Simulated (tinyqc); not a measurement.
Worked calculation: Hueckel theory of the pi electrons, for the molecule [CH2+]c1ccccc1 (SMILES; centres numbered as the heavy atoms are written). Computed by tinyqc, a small Python program that keeps every step. Settings: charge = 1. Command: `OMP_NUM_THREADS=1 python tinyqc.py 27324 27325 out.jsonl` (the two numbers bound the seeds that draw the settings). One thread of a shared host (Intel(R) Xeon(R) Processor @ 2.60GHz), about 0.01 s of CPU time with the checks.

## The Hueckel matrix

Centres:
```
centre  z_r, pi electrons of the neutral centre         h
1C                                            1  0.000000
2C                                            1  0.000000
3C                                            1  0.000000
4C                                            1  0.000000
5C                                            1  0.000000
6C                                            1  0.000000
7C                                            1  0.000000
```

Bonds:
```
i  j  k
1  2  1
2  3  1
3  4  1
4  5  1
5  6  1
6  7  1
7  2  1
```

H_rr = alpha + h_r beta, H_rs = k_rs beta for bonded centres.

Hueckel matrix in units of beta (H = alpha + beta A), lower triangle:
```
          1C        2C        3C        4C        5C        6C        7C
1C  0.000000
2C  1.000000  0.000000
3C  0.000000  1.000000  0.000000
4C  0.000000  0.000000  1.000000  0.000000
5C  0.000000  0.000000  0.000000  1.000000  0.000000
6C  0.000000  0.000000  0.000000  0.000000  1.000000  0.000000
7C  0.000000  1.000000  0.000000  0.000000  0.000000  1.000000  0.000000
```

## Orbitals

pi electrons, sum of z_r less the charge = 6

Diagonalise; E = alpha + x beta with beta < 0, so the largest x are filled first; degenerate levels share their electrons. P = sum n_i c_ri c_si; each orbital has its largest coefficient positive (the first on a tie).

x values: 2.101003  1.259280  1.000000  0.000000  -1.000000  -1.259280  -2.101003

occupations: 2.000000  2.000000  2.000000  0.000000  0.000000  0.000000  0.000000

coefficients:
```
         MO1        MO2        MO3        MO4        MO5        MO6        MO7
1C  0.237982  -0.397052   0.000000   0.755929   0.000000  -0.397052  -0.237982
2C  0.500000  -0.500000   0.000000   0.000000   0.000000   0.500000   0.500000
3C  0.406260  -0.116294   0.500000  -0.377964   0.500000  -0.116294  -0.406260
4C  0.353553   0.353553   0.500000   0.000000  -0.500000  -0.353553   0.353553
5C  0.336557   0.561517   0.000000   0.377964   0.000000   0.561517  -0.336557
6C  0.353553   0.353553  -0.500000   0.000000   0.500000  -0.353553   0.353553
7C  0.406260  -0.116294  -0.500000  -0.377964  -0.500000  -0.116294  -0.406260
```

charge and bond-order matrix P, lower triangle:
```
           1C         2C         3C         4C        5C        6C        7C
1C   0.428571
2C   0.635034   1.000000
3C   0.285714   0.522554   0.857143
4C  -0.112480   0.000000   0.705037   1.000000
5C  -0.285714  -0.224960   0.142857   0.635034  0.857143
6C  -0.112480   0.000000  -0.294963   0.000000  0.635034  1.000000
7C   0.285714   0.522554  -0.142857  -0.294963  0.142857  0.705037  0.857143
```

## Energy, charges, bond orders

E = sum n x; q_r = z_r - P_rr; bond order p = P_rs; free valence = sqrt(3) - sum of p over the bonds of the atom.

pi energy = 6 alpha + this times beta = 8.720566

pi charges: 1C 0.571429, 2C 0.000000, 3C 0.142857, 4C 0.000000, 5C 0.142857, 6C 0.000000, 7C 0.142857

Bond orders and lengths from R = 1.517 - 0.180 p (angstrom, C-C alone):
```
bond         p         R
1-2   0.635034  1.402694
2-3   0.522554  1.422940
3-4   0.705037  1.390093
4-5   0.635034  1.402694
5-6   0.635034  1.402694
6-7   0.705037  1.390093
7-2   0.522554  1.422940
```

free valence of the carbons: 1C 1.097017, 2C 0.051909, 3C 0.504460, 4C 0.391980, 5C 0.461983, 6C 0.391980, 7C 0.504460

gap between the highest filled and the next level = 1.000000 |beta|
